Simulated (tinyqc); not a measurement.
Current of a Schottky diode by thermionic-emission-diffusion theory, and its read-back from I-V-T and C-V data: one step, computed by the program tinyqc. Command: `OMP_NUM_THREADS=1 python tinyqc.py 3011010 3011011 out.jsonl schottky walk`. One thread of a shared host (Intel(R) Xeon(R) Processor @ 2.30GHz), about 0.01 s of CPU time with the checks.

Full ionisation, no tunnelling, no recombination current. V is the voltage across the junction itself, forward positive.

Question. Read-back from the I-V curve. N_c(T) = N_c (T/300 K)^(3/2); V_bi = phi_0 - (k_B T/e) ln(N_c(T)/N); surface field F = sqrt(2 e N (V_bi - V - k_B T/e)/(eps eps_0)); image lowering d_phi = sqrt(e F/(4 pi eps eps_0)); effective barrier phi = phi_0 - d_phi - sigma^2 (1 - rho V)/(2 k_B T). Collection velocity v_R = A* T^2/(e N_c(T)); diffusion velocity v_D = mu F; J = e N_c(T) v_R/(1 + v_R/v_D) exp(-phi/k_B T) [exp(e V/k_B T) - 1]. Ideality n = (e/k_B T)/(d ln J/dV) by a central difference of +/- 1 mV; J_0 = J exp(-e V/(n k_B T)); apparent barrier phi_IV = k_B T ln(A* T^2/J_0); a C-V plot gives phi_CV = phi_0, the mean without lowering.

Inputs (values chosen for the exercise, modelled on n-type GaN):

| quantity | value | unit |
|---|---|---|
| Richardson constant A* | 25.9 | A/(cm^2 K^2) |
| effective density of states at 300 K, N_c | 2.3e+18 | 1/cm^3 |
| permittivity eps | 9.7 | - |
| mobility mu | 990 | cm^2/(V s) |
| barrier without image force phi_0 (mean) | 1.02 | eV |
| doping N | 8.4e+15 | 1/cm^3 |
| junction voltage V | 0.29 | V |
| temperature T | 300 | K |
| standard deviation sigma | 65 | meV |
| relative change of sigma^2 with bias, rho | 0.32 | 1/V |

Barrier: Gaussian spread of heights.

Constants: k_B = 8.617333262e-05 eV/K; e = 1.602176634e-19 C; eps_0 = 8.8541878128e-12 F/m.

Give: ideality factor n; extrapolated J_0; apparent barrier phi_IV; phi_CV - phi_IV.

Answer.

ideality factor n = 1.0420

extrapolated J_0 = 1.0747e-09 A/cm^2

apparent barrier phi_IV = 0.91291 eV

phi_CV - phi_IV = 107.09 meV
